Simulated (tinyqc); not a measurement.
Collinear exchange A + BC -> AB + C on a London-Eyring-Polanyi-Sato surface: saddle, string of images and rate: one step, computed by the program tinyqc. Command: `OMP_NUM_THREADS=1 python tinyqc.py 3114312 3114313 out.jsonl leps walk`. One thread of a shared host (Intel(R) Xeon(R) Processor @ 2.30GHz), about 0.03 s of CPU time with the checks.

x = r(AB), y = r(BC), r(AC) = x + y. V is counted from separated atoms, the barrier from A + BC, that is V + D(BC).

Question. Frequencies at the saddle. Wilson matrix G = [[1/m_A + 1/m_B, -1/m_B], [-1/m_B, 1/m_B + 1/m_C]]; eigenvalues lambda of G H give nu = 15.6333042 THz x sqrt(|lambda|), the negative one being imaginary. Reactant: nu_BC from k = 2 D beta^2 and 1/m_B + 1/m_C. Skew angle: cos = sqrt(m_A m_C/((m_A + m_B)(m_B + m_C))).

Inputs (values chosen for the exercise, bond data loosely for abstraction of hydrogen from a Si-H bond by a hydrogen atom; the barrier is not fitted): D(BC) = 4.01 eV; beta(BC) = 1.52 1/angstrom; mass of A = 1.008 u; mass of B = 1.008 u; mass of C = 28.09 u.

Hessian (eV/angstrom^2), rows x, y:
$$\begin{pmatrix}
-1.00986 & 4.93701 \\
4.93701 & 10.81485
\end{pmatrix}$$

Constants: nu for 1 eV/(angstrom^2 u) = 15.6333042 THz.

Give: imaginary frequency; real frequency at the saddle; nu_BC; skew angle.

Answer.

imaginary frequency = 39.716 THz

real frequency at the saddle = 37.548 THz

nu_BC = 68.219 THz

skew angle = 45.993 degrees
